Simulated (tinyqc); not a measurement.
# Free and trapped electrons in a MOS channel with a dense trap tail: free and trapped charge against gate voltage

p-type body, charge-sheet picture, full ionisation (an idealisation for deep acceptors), Boltzmann statistics for free electrons. e = Ec - EF at the surface. Acceptor-like traps of density D(E) = D0 + De exp(-E/Ew) at depth E below Ec, from 0 to Eu, hold n_t = integral of D(E)/(1 + exp((e - E)/Vt)). psi = Eg - Vt ln(Nv/Na) - e; N_dep = sqrt(2 eps0 eps_r Na (psi - Vt)/q); n_f = sqrt(N_dep^2 + 2 eps0 eps_r Vt Nc exp(-e/Vt)/q) - N_dep; Vg = Vfb + psi + q (N_dep + n_t + n_f)/Cox, Cox = eps0 eox/tox.

Free share n_f/(n_f + n_t); swing ln 10 n_f/(dn_f/dVg); field-effect mobility mf q (dn_f/dVg)/Cox, for a constant mf; oxide field q (N_dep + n_t + n_f)/(eps0 eox).

Parameters, values chosen for the exercise; band and dielectric values close to those of 4H silicon carbide: temperature T = 300 K; band gap Eg = 3.27 eV; relative permittivity eps_r = 9.81; conduction-band density of states at T Nc = 1.71e19 cm^-3; valence-band density of states at T Nv = 2.51e19 cm^-3; relative permittivity of the insulator eox = 3.9; insulator thickness tox = 38 nm; acceptor density Na = 1.9e17 cm^-3; flat-band voltage without trapped charge Vfb = -2.09 V; constant background density of acceptor-like traps D0 = 1e11 cm^-2 eV^-1; density of the tail at the conduction edge De = 8.1e12 cm^-2 eV^-1; decay energy of the tail Ew = 0.13 eV; depth below Ec down to which the traps reach Eu = 0.78 eV; mobility of free electrons mf = 89 cm^2/(V s).

Constants: q = 1.602176634e-19 C, kB = 1.380649e-23 J/K, Vt = kB T/q, eps0 = 8.8541878128e-14 F/cm where lengths are in cm. Results are converted to the units shown.

Result of one run:
columns A: Vg (V); B: e (eV); C: n_f (cm^-2); D: n_t (cm^-2); E: free share (%); F: swing (mV/decade); G: field-effect mobility (cm^2/(V s)); H: oxide field (MV/cm)
```
A            B         C         D      E        F      G      H
11.9  -0.03551  2.494e12  1.089e12  69.61  1.045e4  86.23  2.845
```

What becomes of these results when the gate voltage Vg is changed from 11.9 to 10.2 V, all else the same?

Result of the changed run:
columns A: Vg (V); B: e (eV); C: n_f (cm^-2); D: n_t (cm^-2); E: free share (%); F: swing (mV/decade); G: field-effect mobility (cm^2/(V s)); H: oxide field (MV/cm)
```
A            B         C         D      E     F      G      H
10.2  -0.02016  1.571e12  1.063e12  59.65  6774  83.78  2.402
```

The whole series:
columns A: Vg (V); B: e (eV); C: n_f (cm^-2); D: n_t (cm^-2); E: free share (%); F: swing (mV/decade); G: field-effect mobility (cm^2/(V s)); H: oxide field (MV/cm)
```
A             B         C         D         E        F         G      H
5.1      0.3566   1.027e6  1.121e11  9.155e-4    174.6  0.002124  1.159
5.9      0.1651   1.636e9  3.743e11    0.4352    375.4     1.575  1.319
6.8     0.06722  7.001e10  7.203e11     8.858    874.6     28.92  1.530
7.6     0.02792  3.042e11  9.015e11     25.23     1834     59.93  1.730
8.5    0.004500  6.987e11  9.946e11     41.26     3358     75.18  1.961
9.3   -0.008962  1.098e12  1.036e12     51.45     4913     80.76  2.168
10.2   -0.02016  1.571e12  1.063e12     59.65     6774     83.78  2.402
11     -0.02808  2.002e12  1.078e12     65.01     8486     85.24  2.610
11.9   -0.03551  2.494e12  1.089e12     69.61  1.045e4     86.23  2.845
```

n_f reaches 1e11 cm^-2 at Vg = 6.95 V, against 5.60 V without traps. The free share rises from 9.16e-4 to 69.6 % and the field-effect mobility rises from 0.00212 to 86.2 cm^2/(V s), although mf = 89 is constant: in the last row 96.9 % of Cox dVg goes into free electrons. The swing in the first row is 175 mV a decade (Vt ln 10 = 59.5). For Vg = 7.6, 8.5, 9.3, 10.2, 11, 11.9 EF lies less than 2 Vt below the band edge, or above it, where degeneracy and confinement, left out, matter.

tinyqc, about 0.03 s, one thread, Intel Xeon 2.30GHz (shared host): `OMP_NUM_THREADS=1 python tinyqc.py 2222067 2222068 out.jsonl`
